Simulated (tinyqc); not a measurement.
Q-state Potts model on a small periodic square lattice: enumeration, Metropolis, heat-bath and Wolff steps: one step, computed by the program tinyqc.

E = -J x (number of nearest-neighbour bonds with equal states); n x n sites with periodic edges have 2 n^2 bonds. Order parameter m = (q f - 1)/(q - 1), f being the largest share of one state. Sites are numbered row by row from 0. Here q = 3 and n = 3.

Question. Eight single-site steps. Site = floor(r1 n^2). Trial state = (old + 1 + floor(r2 (q - 1))) mod q; it is accepted if r3 < min(1, exp(K db)), db the change in equal bonds.

Inputs (values chosen for the exercise, for a model of domains or grain orientations): temperature T = 771 K.

Update: Metropolis.

start states:
```
   1  2  3
1  0  1  2
2  0  0  2
3  0  2  0
```

random numbers, one row a step:
```
        1       2       3
1  0.0860  0.6236  0.1928
2  0.3548  0.0519  0.6082
3  0.7938  0.5580  0.2631
4  0.2155  0.8578  0.4879
5  0.9128  0.8536  0.2320
6  0.1904  0.9425  0.5042
7  0.7188  0.0842  0.1586
8  0.7298  0.3383  0.1324
```

K = 0.8579216

Give: the table «Steps» with the columns old, trial, db, acceptance, new; states afterwards.

Answer.

Steps:
```
site  old  trial  db  acceptance  new
0       0      2  -1      0.4240    2
3       0      1  -2      0.1798    0
7       2      1   1      1.0000    1
1       1      0   0      1.0000    0
8       0      2   1      1.0000    2
1       0      2   1      1.0000    2
6       0      1   0      1.0000    1
6       1      2   1      1.0000    2
```

states afterwards:
```
   1  2  3
1  2  2  2
2  0  0  2
3  2  1  2
```
